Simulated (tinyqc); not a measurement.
# Scale length and length offset from two DIBL values

Problem. DIBL = exp(-Le/(2 l)) + 2 exp(-Le/l) with Le = L - dL. Find l, dL and the drawn length for a DIBL of 100 mV/V.

DIBL at drawn lengths 58 and 100 nm (mV/V): 122.13254  18.263968

Solution. With e = exp(-Le/(2 l)), 2 e^2 + e = DIBL gives e and so Le/l at each length; Le/l is a straight line in L with slope 1/l.

l = 12.0 nm
dL = 3.10 nm
length for 100 mV/V = 62.1 nm

Numbers from tinyqc (`OMP_NUM_THREADS=1 python tinyqc.py 2002123 2002124 out.jsonl`; about 0.01 s on one thread of a shared Intel Xeon 2.30GHz).
